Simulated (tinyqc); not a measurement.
Convergence with the size of the ring: vibrations of a mass or spring defect in a linear chain. Computed by tinyqc, a small Python program. Command: `OMP_NUM_THREADS=1 python tinyqc.py 3016503 3016504 out.jsonl localmode walk`. One thread of a shared host (Intel(R) Xeon(R) Processor @ 2.30GHz), about 0.01 s of CPU time with the checks.

A ring of N atoms with nearest-neighbour springs k and motion along the chain. Atom 1 is the defect, of mass M', and its two springs are k'. Odd sites are A (the defect replaces an A atom), even sites B.

Inputs (values chosen for the exercise, for a model chain):
```
quantity                         value           unit
spring constant k                 7.87  eV/angstrom^2
mass M_A                          74.7              u
mass M_B                          35.9              u
defect mass M'                    43.9              u
spring ratio k'/k at the defect      1              -
```

Host: diatomic.

Constants: nu for 1 eV/(angstrom^2 u) = 15.6333042 THz.

Method:
- Host bands: lambda from 0 to 2k/M(heavy) and from 2k/M(light) to 2k (1/M_A + 1/M_B).
- nu = 15.6333042 THz x sqrt(lambda), lambda in eV/(angstrom^2 u).
- D_ii = (sum of the two springs at i)/M_i, D_ij = -k_ij/sqrt(M_i M_j) for neighbours, closed into a ring.
- The same matrix for 120 atoms; amplitudes are the mass-weighted eigenvector, in size, relative to the defect, for the highest mode; its weight is the squared component of the normalised eigenvector on the defect.

band edges (THz): 0.0000  7.1762  10.3516  12.5957

ratio to the top of the host band = 1.05024

highest frequency, long ring = 13.2286 THz

weight of the highest mode on the defect = 0.333582

Highest mode:
```
N    frequency (THz)  weight on the defect  modes outside the bands
4             13.405               0.32175                        2
6             13.279               0.31437                        1
8             13.243               0.32313                        2
12            13.230               0.33211                        2
20            13.229               0.33357                        2
40            13.229               0.33358                        2
80            13.229               0.33358                        2
120           13.229               0.33358                        2
```

What does the comparison show, and why?

The local mode is within 0.01 % of its final value from N = 12 on, and its weight on the defect settles at 0.334: a bound mode needs only a cell larger than its decay length. In the 120-atom ring the modes outside the host bands lie at 7.5001, 13.2286 THz; one close to a band edge can be missing in a short ring.

Extremes, crossings and ranges named in words are read from the listed rows.
